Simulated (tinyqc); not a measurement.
Fermi level against carrier density: pi bands of a honeycomb layer in tight binding.

Constants: hbar^2/2m0 = 3.80998211 eV angstrom^2.

Inputs chosen for the exercise (out of a larger set: of the size used for graphene; not measured data): D = 0 eV (+D on A, -D on B).

hbar v = 6.43388 eV angstrom

Cone with four flavours: n = kF^2/pi, EF = sqrt(D^2 + (hbar v kF)^2), density of states 2 EF/(pi (hbar v)^2), quantum capacitance e^2 times it (1 e^2/(eV angstrom^2) = 1602.177 microF/cm^2), cyclotron mass 2c EF/(hbar v)^2, c = hbar^2/2m0; 1e12/cm^2 = 1e-4/angstrom^2.

Filling:
```
n (1e12/cm^2)  kF (1/angstrom)  EF (eV)  Cq (microF/cm^2)  cyclotron mass (m0)
0.10                   0.00560   0.0361             0.889               0.0066
0.25                   0.00886   0.0570             1.405               0.0105
0.50                   0.01253   0.0806             1.987               0.0148
1.00                   0.01772   0.1140             2.810               0.0210
2.00                   0.02507   0.1613             3.974               0.0297
4.00                   0.03545   0.2281             5.620               0.0420
10.00                  0.05605   0.3606             8.886               0.0664
20.00                  0.07927   0.5100            12.566               0.0939
```

From 1 to 4e12/cm^2 EF rises by a factor 2.000, the square root of four. Capacitance and mass grow in proportion to EF counted from mid-gap, so hardly at all while a large gap term dominates it; in a parabolic band both are constant; Cq is 2.81 microF/cm^2 at 1e12/cm^2, against 3.45 for 1 nm of a dielectric with eps = 3.9.

tinyqc: `OMP_NUM_THREADS=1 python tinyqc.py 1482357 1482358 out.jsonl`; about 0.01 s, one thread, shared Intel(R) Xeon(R) Processor @ 2.30GHz.
